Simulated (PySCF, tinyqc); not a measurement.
Worked calculation: MP2 on RHF in the sto-6g basis, for H3-, spin multiplicity 1. The basis has no diffuse functions, so it cannot describe the extra electron: this is an exercise in the method, not the real anion. The lowest restricted solution is unstable here: a spin-polarised one lies 0.1480 hartree lower (PySCF). One step of it, computed by the program tinyqc.

Problem. Orthogonalisation. S = U s U^T; canonical form X = U s^(-1/2), so that X^T S X = 1. Each column of U has its largest component positive (the first on a tie).

overlap S:
```
          1H 1s     2H 1s     3H 1s
1H 1s  1.000000  0.431260  0.431487
2H 1s  0.431260  1.000000  0.431487
3H 1s  0.431487  0.431487  1.000000
```

Give: eigenvalues of S; X.

Solution.

eigenvalues of S: 0.5684  0.5687  1.8628

X:
```
             1        2       3
1H 1s  -0.5415   0.9376  0.4230
2H 1s  -0.5415  -0.9376  0.4230
3H 1s   1.0829   0.0000  0.4231
```
